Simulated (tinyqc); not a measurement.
RHF in the 3-21g basis, for H-, spin multiplicity 1, step by step. The basis has no diffuse functions, so it cannot describe the extra electron: this is an exercise in the method, not the real anion. Computed by tinyqc, a small Python program that keeps every step (integrals from PySCF). Settings: charge = -1, multiplicity = 1, basis = 3-21g, energy threshold = 1e-08, iteration cap = 53, orthogonalisation = symmetric, start = Wolfsberg-Helmholz matrix, DIIS depth = 6, DIIS from iteration = 3, method = RHF. Command: `OMP_NUM_THREADS=1 python tinyqc.py 22417 22418 out.jsonl` (the two numbers bound the seeds that draw the settings). One thread of a shared host (Intel(R) Xeon(R) Processor @ 2.60GHz), about 0.05 s of CPU time with the checks. Later iterations appear only in the table of the cycle.

## One-electron integrals

Geometry (angstrom):
```
atom         x         y         z
H     0.000000  0.000000  0.000000
```

Basis 3-21g: exponents (1/bohr^2) and contraction coefficients of normalised primitives:
```
element  l (shell)  exponent  coefficient
H            s (1)  5.447178     0.156285
H            s (1)  0.824547     0.904691
H            s (2)  0.183192     1.000000
```

Overlap, kinetic and nuclear-attraction integrals over the contracted functions; the nuclear repulsion is the sum of Za Zb / Rab.

nuclear repulsion = 0 hartree

overlap S, order 1H 1s, 1H 2s:
$$\begin{pmatrix}
1.000000 & 0.645899 \\
0.645899 & 1.000000
\end{pmatrix}$$

kinetic energy T (hartree), order 1H 1s, 1H 2s:
$$\begin{pmatrix}
1.549405 & 0.293152 \\
0.293152 & 0.274788
\end{pmatrix}$$

nuclear attraction V (hartree), order 1H 1s, 1H 2s:
$$\begin{pmatrix}
-1.720918 & -0.782663 \\
-0.782663 & -0.683004
\end{pmatrix}$$

core Hamiltonian H = T + V (hartree), order 1H 1s, 1H 2s:
$$\begin{pmatrix}
-0.171513 & -0.489511 \\
-0.489511 & -0.408216
\end{pmatrix}$$

## Two-electron integrals

Functions are numbered as in S; the eight-fold symmetry (ij|kl) = (ji|kl) = (kl|ij) leaves the list below.

Two-electron integrals (ij|kl) in chemists' order, unique and non-zero (hartree):
```
(11|11) 1.140145   (21|11) 0.611403   (21|21) 0.345152   (22|11) 0.626370
(22|21) 0.380329   (22|22) 0.482957
```

## Orthogonalisation

S = U s U^T; symmetric (Loewdin) form X = U s^(-1/2) U^T, so that X^T S X = 1.

eigenvalues of S: [0.354101, 1.645899]

X, order 1H 1s, 1H 2s:
$$\begin{pmatrix}
1.229980 & -0.450512 \\
-0.450512 & 1.229980
\end{pmatrix}$$

## Starting guess

The start is the generalised Wolfsberg-Helmholz matrix (K = 1.75) built on H; D = 2 C_occ C_occ^T.

D at the start, order 1H 1s, 1H 2s:
$$\begin{pmatrix}
0.075038 & 0.334671 \\
0.334671 & 1.492635
\end{pmatrix}$$

## Iteration 1: building the Fock matrix

J_ij = sum D_kl (ij|kl), K_ij = sum D_kl (ik|jl); F = H + J - 0.5 K; E = tr D H + tr D J / 2 - 0.25 tr D K + E_nn.

Coulomb J (hartree), order 1H 1s, 1H 2s:
$$\begin{pmatrix}
1.429734 & 0.844596 \\
0.844596 & 1.022450
\end{pmatrix}$$

exchange K (hartree), order 1H 1s, 1H 2s:
$$\begin{pmatrix}
1.009978 & 0.938712 \\
0.938712 & 1.001348
\end{pmatrix}$$

Fock matrix F (hartree), order 1H 1s, 1H 2s:
$$\begin{pmatrix}
0.753232 & -0.114270 \\
-0.114270 & 0.113560
\end{pmatrix}$$

total energy of this density = -0.40014940 hartree

## Iteration 1: diagonalisation and new density

Diagonalise F' = X^T F X, C = X C', fill 1 alpha and 1 beta electrons from the bottom; D = 2 C_occ C_occ^T. Each column has its largest component positive (the first on a tie).

F' = X^T F X (hartree):
$$\begin{pmatrix}
1.289214 & -0.676373 \\
-0.676373 & 0.451315
\end{pmatrix}$$

orbital energies (hartree): MO1 0.074652, MO2 1.665878

coefficients C, order 1H 1s, 1H 2s:
$$\begin{pmatrix}
0.204828 & 1.293776 \\
0.855400 & -0.992019
\end{pmatrix}$$

D after iteration 1, order 1H 1s, 1H 2s:
$$\begin{pmatrix}
0.083909 & 0.350420 \\
0.350420 & 1.463419
\end{pmatrix}$$

## Iteration 2: building the Fock matrix

As before.

Coulomb J (hartree), order 1H 1s, 1H 2s:
$$\begin{pmatrix}
1.440806 & 0.849780 \\
0.849780 & 1.025876
\end{pmatrix}$$

exchange K (hartree), order 1H 1s, 1H 2s:
$$\begin{pmatrix}
1.029267 & 0.948325 \\
0.948325 & 1.002280
\end{pmatrix}$$

Fock matrix F (hartree), order 1H 1s, 1H 2s:
$$\begin{pmatrix}
0.754660 & -0.113893 \\
-0.113893 & 0.116521
\end{pmatrix}$$

total energy of this density = -0.40041556 hartree

## Iteration 2: diagonalisation and new density

As before.

F' = X^T F X (hartree):
$$\begin{pmatrix}
1.291558 & -0.678158 \\
-0.678158 & 0.455665
\end{pmatrix}$$

orbital energies (hartree): MO1 0.077008, MO2 1.670215

coefficients C, order 1H 1s, 1H 2s:
$$\begin{pmatrix}
0.206284 & 1.293545 \\
0.854283 & -0.992981
\end{pmatrix}$$

D after iteration 2, order 1H 1s, 1H 2s:
$$\begin{pmatrix}
0.085106 & 0.352450 \\
0.352450 & 1.459600
\end{pmatrix}$$

## Iteration 3: building the Fock matrix

As before.

Coulomb J (hartree), order 1H 1s, 1H 2s:
$$\begin{pmatrix}
1.442261 & 0.850461 \\
0.850461 & 1.026326
\end{pmatrix}$$

exchange K (hartree), order 1H 1s, 1H 2s:
$$\begin{pmatrix}
1.031795 & 0.949576 \\
0.949576 & 1.002392
\end{pmatrix}$$

Fock matrix F (hartree), order 1H 1s, 1H 2s:
$$\begin{pmatrix}
0.754850 & -0.113838 \\
-0.113838 & 0.116913
\end{pmatrix}$$

total energy of this density = -0.40042012 hartree

## Iteration 3: diagonalisation and new density

As before.

F' = X^T F X (hartree):
$$\begin{pmatrix}
1.291865 & -0.678387 \\
-0.678387 & 0.456238
\end{pmatrix}$$

orbital energies (hartree): MO1 0.077322, MO2 1.670780

coefficients C, order 1H 1s, 1H 2s:
$$\begin{pmatrix}
0.206473 & 1.293515 \\
0.854138 & -0.993106
\end{pmatrix}$$

D after iteration 3, order 1H 1s, 1H 2s:
$$\begin{pmatrix}
0.085262 & 0.352713 \\
0.352713 & 1.459104
\end{pmatrix}$$

## Iteration 4: building the Fock matrix

As before.

Coulomb J (hartree), order 1H 1s, 1H 2s:
$$\begin{pmatrix}
1.442450 & 0.850549 \\
0.850549 & 1.026384
\end{pmatrix}$$

exchange K (hartree), order 1H 1s, 1H 2s:
$$\begin{pmatrix}
1.032124 & 0.949738 \\
0.949738 & 1.002407
\end{pmatrix}$$

Fock matrix F (hartree), order 1H 1s, 1H 2s:
$$\begin{pmatrix}
0.754875 & -0.113831 \\
-0.113831 & 0.116965
\end{pmatrix}$$

total energy of this density = -0.40042020 hartree

## Iteration 4: DIIS over 2 matrices

error matrix X^T (FDS - SDF) X:
$$\begin{pmatrix}
0.000000 & -0.000061 \\
0.000061 & 0.000000
\end{pmatrix}$$

B (overlaps of the stored error matrices):
$$\begin{pmatrix}
4.3487549e-07 & 5.6502035e-08 \\
5.6502035e-08 & 7.3411356e-09
\end{pmatrix}$$

Minimise |sum c_i e_i|^2 with sum c_i = 1: solve [B -1; -1 0][c; lambda] = [0; -1] with B_ij = tr e_i^T e_j, and take F = sum c_i F_i.

DIIS coefficients: [-0.149329, 1.149329]

extrapolated F (hartree), order 1H 1s, 1H 2s:
$$\begin{pmatrix}
0.754879 & -0.113830 \\
-0.113830 & 0.116972
\end{pmatrix}$$

## Iteration 4: diagonalisation and new density

As before.

F' = X^T F X (hartree):
$$\begin{pmatrix}
1.291910 & -0.678421 \\
-0.678421 & 0.456323
\end{pmatrix}$$

orbital energies (hartree): MO1 0.077369, MO2 1.670864

coefficients C, order 1H 1s, 1H 2s:
$$\begin{pmatrix}
0.206501 & 1.293510 \\
0.854116 & -0.993125
\end{pmatrix}$$

D after iteration 4, order 1H 1s, 1H 2s:
$$\begin{pmatrix}
0.085286 & 0.352752 \\
0.352752 & 1.459030
\end{pmatrix}$$

## Iteration 5 (converged): orbitals

converged F (hartree), order 1H 1s, 1H 2s:
$$\begin{pmatrix}
0.754879 & -0.113830 \\
-0.113830 & 0.116972
\end{pmatrix}$$

As before.

F' = X^T F X (hartree):
$$\begin{pmatrix}
1.291910 & -0.678421 \\
-0.678421 & 0.456323
\end{pmatrix}$$

orbital energies (hartree): MO1 0.077369, MO2 1.670864

coefficients C, order 1H 1s, 1H 2s:
$$\begin{pmatrix}
0.206501 & 1.293510 \\
0.854116 & -0.993125
\end{pmatrix}$$

D after iteration 5, order 1H 1s, 1H 2s:
$$\begin{pmatrix}
0.085286 & 0.352752 \\
0.352752 & 1.459030
\end{pmatrix}$$

## Convergence

Stop when the energy changes by less than 1e-08 hartree and every element of the error matrix X^T (F D S - S D F) X is below 3e-05.

Course of the cycle:
```
iteration  E (hartree)     change  largest element of the error matrix
1          -0.40014940          -                             2.74e-02
2          -0.40041556  -2.66e-04                             3.59e-03
3          -0.40042012  -4.56e-06                             4.66e-04
4          -0.40042020  -7.71e-08                             6.06e-05
5          -0.40042020  -1.32e-09                             1.03e-09
```

PySCF RHF in the same basis = -0.40042020 hartree

Converged in 5 iterations.

## Populations

Mulliken: Z minus the diagonal of D S on the atom; Loewdin: the same with S^(1/2) D S^(1/2).

Charges (e):
```
atom   Mulliken    Loewdin
1H    -1.000000  -1.000000
```
